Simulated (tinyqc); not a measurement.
Transit time and capacitance from two cut-off frequencies.

Question. 1/(2 pi fT) = tauF + Vt C/JC, C the sum of the junction capacitances per area. Find C, tauF and the limit of fT at high current.

Inputs (values chosen for the exercise):
```
symbol  value  unit      meaning
T         400     K  temperature
```

Constants: q = 1.602176634e-19 C, kB = 1.380649e-23 J/K, Vt = kB T/q. Results are converted to the units shown.

JC (mA/um^2): 0.012  0.73
fT (GHz): 7.1854185  144.45308

Answer. The delay is a straight line in 1/JC with slope Vt C and intercept tauF.

C = 7.450 fF/um^2
tauF = 0.7500 ps
limit of fT = 212.2 GHz

Computed by the program tinyqc: `OMP_NUM_THREADS=1 python tinyqc.py 2320061 2320062 out.jsonl`, one thread of a shared Intel Xeon 2.30GHz, about 0.01 s for the whole run.
